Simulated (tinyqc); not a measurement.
# Worked calculation: off-state leakage of single and stacked transistors

Computed by the program tinyqc: `OMP_NUM_THREADS=1 python tinyqc.py 2242162 2242163 out.jsonl`, one thread of a shared Intel Xeon 2.30GHz, about 0.04 s for the whole run. Printed values are rounded.

n-channel devices of unit width. Subthreshold current I(Vg, Vs, Vd) = I0 (T/300 K)^0.5 exp[(Vg - Vs - VT(T) - gb (Vs - Vb) + dd (Vd - Vs))/(nf Vt)] (1 - exp(-(Vd - Vs)/Vt)), VT(T) = VT - cT (T - 300 K). Gate-edge tunnelling Ig (Vd/1 V) exp(ag (Vd - 1 V)), for a gate at 0 V, and band-to-band leakage Ab u exp(-Bb/u), u = Vd - Vb + 1 V, flow at a drain held at V; both are taken as independent of T. In a stack of off transistors (all gates at 0 V) the same subthreshold current passes through each.

Parameters, values chosen for the exercise; values of the order met in bulk silicon logic transistors:
- T = 378 K (temperature)
- V = 0.9 V (supply voltage)
- VT = 0.38 V (threshold at 300 K, zero drain and body bias)
- cT = 0.6 mV/K (fall of the threshold with temperature)
- I0 = 0.15 uA/um (current at threshold at 300 K)
- nf = 1.45 (slope factor)
- dd = 0.12 (drain-induced lowering per volt)
- gb = 0.16 (rise of the threshold per volt of source-body bias)
- Ig = 6e-6 uA/um (gate-edge tunnelling current at 1 V)
- ag = 3.3 1/V (exponential slope of the gate current)
- Ab = 300 uA/(um V) (prefactor of band-to-band leakage at the drain)
- Bb = 25 V (its exponential voltage)
- Vb = 0 V (body voltage)

Constants: q = 1.602176634e-19 C, kB = 1.380649e-23 J/K, Vt = kB T/q. Results are converted to the units shown.

## Leakage of one transistor

Vg = Vs = 0, Vd = V; effective threshold VT(T) - gb Vb - dd V.

effective threshold = 0.2252 V
parts (nA/um): subthreshold 1.43075, gate edge 0.00388219, band-to-band 1.10021
total = 2.53484 nA/um
shares (%): subthreshold 56.4434, gate edge 0.153153, band-to-band 43.4034

The subthreshold part is the largest.

## Starting value

Vx = dd V/(1 + gb + 2 dd), the solution for Vx well above Vt, rounded to three decimals.

Vx at the start = 0.077 V

## Iteration 1: new Vx

Stack of two, Vx the node between them: I_low = I(0, 0, Vx), I_up = I(0, Vx, V), f = ln(I_up/I_low), f' = -(1 + gb + 2 dd)/(nf Vt) - 1/(Vt (exp(Vx/Vt) - 1)) - 1/(Vt (exp((V - Vx)/Vt) - 1)), Vx(new) = Vx - f/f'.

I_low = 0.160165 nA/um
I_up = 0.177543 nA/um
f = 0.103010
f' = -32.8284 1/V
Vx after iteration 1 = 0.0801378 V

## Iteration 2: new Vx

As before.

I_low = 0.162986 nA/um
I_up = 0.163070 nA/um
f = 5.11766e-4
f' = -32.5083 1/V
Vx after iteration 2 = 0.0801536 V

## Iteration 3: new Vx

As before.

I_low = 0.163000 nA/um
I_up = 0.163000 nA/um
f = 1.19236e-8
f' = -32.5068 1/V
Vx after iteration 3 = 0.0801536 V

## Course of the iteration

Stop when the step is below 1e-11 V, or after 40 iterations.

Course of the iteration:
```
iteration	Vx before the step (V)	step (V)
1	0.077	3.14e-3
2	0.0801378	1.57e-5
3	0.0801536	3.67e-10
4	0.0801536	0
```

Converged in 4 iterations. The subthreshold current of the stack is 0.1630 nA/um, 8.78 times less than that of one transistor (the drain leakage is unchanged); the estimate exp[dd V (1 + gb + dd)/((1 + gb + 2 dd) nf Vt)] gives 8.09.
